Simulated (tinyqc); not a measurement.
# AlGaN/GaN HEMT with access regions, lumped model, step by step

tinyqc, about 0.04 s, one thread, Intel Xeon 2.30GHz (shared host): `OMP_NUM_THREADS=1 python tinyqc.py 2570133 2570134 out.jsonl` Printed values are rounded.

A polarisation-induced electron sheet under a Schottky gate, in series with two ungated access regions and contacts. Drift law v = mu E/(1 + mu E/vs) under the gate. Currents in mA/mm, resistances in ohm mm. No self-heating, no channel-length modulation; fits for polarisation, barrier and offset are chosen for the exercise.

Values chosen for this exercise; values close to those of AlGaN/GaN structures: aluminium share of the barrier x = 0.19; barrier thickness d = 25 nm; relative permittivity of barrier and channel eps_r = 9.3; channel mobility mu = 1300 cm^2/(V s); saturation velocity vs = 1.4e7 cm/s; gate length Lg = 1.5 um; source access length Ls = 2 um; drain access length Ld = 16 um; resistance of each contact Rc = 0.55 ohm mm; share of the drain-access electrons removed by traps ft = 0.25; gate voltage Vg = 0 V; drain voltage Vd = 4 V; critical field Ec = 3.1 MV/cm; depth over which the depleted charge spreads te = 0.47 um; insulator under the field plate tf = 200 nm; relative permittivity of that insulator ei = 3.9.

Constants: q = 1.602176634e-19 C, eps0 = 8.8541878128e-14 F/cm where lengths are in cm. Results are converted to the units shown.

## Polarisation charge, threshold and sheet resistance

sigma = (5e13 x + 1.6e13 x^2) cm^-2, phiB = 0.84 + 1.3 x, dEc = 0.7 (1.71 x + x^2) in volts, Cb = eps0 eps_r/d, VT = phiB - dEc - q sigma/Cb, access density n0 = -Cb VT/q. Rsh = 1/(q mu n0); largest access current q n0 vs.

sigma = 1.00776e13 cm^-2
Cb = 0.329376 uF/cm^2
VT = -4.06773 V
n0 = 8.36244e12 cm^-2
Rsh = 574.134 ohm
q n0 vs = 1875.74 mA/mm

## Iteration 1: drain current

I at the start = 200 mA/mm

Access resistance R(L, n) = L/(q mu n sqrt(1 - (I/(q n vs))^2)); Rs = Rc + R(Ls, n0), Rd = Rc + R(Ld, (1 - ft) n0). Vg' = Vg - I Rs, Vd' = Vd - I (Rs + Rd); with u = Vg' - VT, Vc = vs Lg/mu and w the smaller of Vd' and Vc [sqrt(1 + 2 u/Vc) - 1] (0 if negative), the channel gives (mu Cb/Lg)(u w - w^2/2)/(1 + w/Vc). I(new) = I + 0.1 (channel current - I).

Rs = 1.70485 ohm mm
Rd = 12.9239 ohm mm
Vg' = -0.340970 V
Vd' = 1.07426 V
channel current = 587.454 mA/mm
I after iteration 1 = 238.745 mA/mm

## Iteration 2: drain current

As before.

Rs = 1.70768 ohm mm
Rd = 12.9785 ohm mm
Vg' = -0.407701 V
Vd' = 0.493750 V
channel current = 368.450 mA/mm
I after iteration 2 = 251.716 mA/mm

## Course of the iteration: drain current

Stop when I changes by less than 1e-6 mA/mm, or after 60 iterations. I must stay below q (1 - ft) n0 vs.

Course of the iteration:
```
iteration	I (mA/mm)	|change| (mA/mm)
1	238.745	38.7
2	251.716	13.0
3	251.586	0.130
4	251.603	0.0171
5	251.601	2.24e-3
6	251.601	2.92e-4
7	251.601	3.82e-5
8	251.601	4.98e-6
9	251.601	6.51e-7
```

Converged in 9 iterations. At the end each change is about 0.13 times the one before, with alternating sign: linear convergence. Of Vd, 7.49 % reaches the channel; the access current is 18 % of its limit.

## On-resistance and breakdown

sigma = (5e13 x + 1.6e13 x^2) cm^-2, phiB = 0.84 + 1.3 x, dEc = 0.7 (1.71 x + x^2) in volts, Cb = eps0 eps_r/d, VT = phiB - dEc - q sigma/Cb, access density n0 = -Cb VT/q. Ron = 2 Rc + Ls/(q mu n0) + Ld/(q mu (1 - ft) n0) + Lg/(mu Cb (Vg - VT)). Off state: a depleted stretch that holds the voltage V has the peak field sqrt(k V), k = 2 q n0/(eps0 eps_r te), so one edge holds V1 = Ec^2/k. The sheet under the plate pinches off at Vf = q n0 (1/Cb + tf/(eps0 ei)); beyond it the gate edge is screened. BV = V1 if Vf >= V1, else Vf + V1, and at most Ec Ld. Specific resistance Ron (Ls + Lg + Ld); figure of merit BV^2 over it.

Ron = 15.3577 ohm mm
Vf = 81.6675 V
V1 = 138.797 V
BV = 220.464 V
specific resistance = 2.99474 mohm cm^2
figure of merit = 16.2299 MW/cm^2

The plate raises BV by a factor of 1.59.
